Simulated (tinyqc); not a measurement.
Comparisons within one model: Stoner model of a band ferromagnet. A value that a table varies takes the place of the one given here.

Density of states per atom and spin: triangular, D(e) = (4 M/W^2) (W/2 - |e|). Levels e -/+ I m/2 for up and down spin, m = n_up - n_down, n_up + n_down = nd. At zero temperature e(N) is the energy below which N states lie, and E(m) = sum over spins of integral e D de - I m^2/4.

Constants: kB = 8.617333262e-05 eV/K.

Inputs chosen for the exercise:
```
symbol  value  unit  meaning
W       6.3    eV    band width, e from -W/2 to W/2
M       5            states per atom and spin
nd      7.33         electrons per atom
I       1.3    eV    Stoner parameter
```

## Moment against temperature

Fermi-Dirac occupations on 600 equal energy intervals; m is iterated from saturation until it changes by less than 1e-7 or for 400 rounds; the paramagnet is unstable while I times the mean of D weighted by -df/de exceeds 1.

Results:
```
T/Tc  T (K)  m (muB)  I D(T) of the paramagnet
0.10   1138    2.669                     1.503
0.30   3415    2.625                     1.452
0.50   5692    2.474                     1.335
0.65   7400    2.244                     1.231
0.80   9107    1.833                     1.127
0.90  10246    1.363                     1.061
0.95  10815    0.987                     1.030
1.10  12523    0.000                     0.943
```

Tc (from I D(T) = 1) = 1.14e+04 K

What does this show?

kB Tc = 0.981 eV, 0.28 of the exchange splitting at zero temperature. m keeps 0.93 of its first value at half Tc and 0.51 at 0.9 Tc. The model knows only Stoner excitations; spin waves and local moments bring the ordering temperature below the Stoner value.

## Moment against the Stoner parameter

Lowest state for each I.

Results:
```
I (eV)  I D(EF)  m (muB)  E - E(0) (meV)
0.52      0.603    0.000             0.0
0.69      0.800    0.000             0.0
0.78      0.905    0.000             0.0
0.87      1.009    0.710            -0.5
0.95      1.102    2.036           -51.0
1.08      1.253    2.566          -233.2
1.30      1.508    2.670          -619.5
1.56      1.809    2.670         -1082.9
```

How do the results move?

A moment first appears at I = 0.87 eV of those listed, where I D(EF) = 1.009. It is saturated at 2.670 from I = 1.30 eV on.

## Moment against band filling

Rigid band, I fixed: a Slater-Pauling curve.

Results:
```
nd   I D(EF)  m (muB)  m_max
3.0    1.598    3.000    3.0
4.0    1.846    4.000    4.0
5.0    2.063    5.000    5.0
6.0    1.846    4.000    4.0
6.5    1.726    3.500    3.5
7.0    1.598    3.000    3.0
7.5    1.459    2.500    2.5
8.0    1.305    1.969    2.0
8.5    1.130    1.237    1.5
9.0    0.923    0.000    1.0
9.5    0.653    0.000    0.5
```

What does this show?

Magnetic fillings among those listed: 3.0, 4.0, 5.0, 6.0, 6.5, 7.0, 7.5, 8.0 and 8.5; the largest moment is 5.00 at nd = 5. At 3.0, 4.0, 5.0, 6.0, 6.5, 7.0 and 7.5 the moment is saturated and follows m_max, changing by one per electron.

## What moves the moment

Lowest state for each case. Each row changes one parameter from the base and keeps the others.

Results:
```
case          I D(EF)  m (muB)  E - E(0) (meV)
base            1.508    2.670          -619.5
W = 5.796 eV    1.639    2.670          -755.3
I = 1.404 eV    1.629    2.670          -804.9
nd = 7.03       1.590    2.970          -871.3
```

What does this show?

The largest shifts from the base row, up to three for each result and ties (the steps differ in size, so this ranks the rows, not the parameters). I D(EF): W +0.131, I +0.121, nd +0.082. m (muB): nd +0.300; unchanged at the printed digits by W and I. E - E(0) (meV): nd -251.8, I -185.4, W -135.8.

tinyqc: `OMP_NUM_THREADS=1 python tinyqc.py 1682722 1682723 out.jsonl`; about 0.3 s, one thread, shared Intel(R) Xeon(R) Processor @ 2.30GHz.
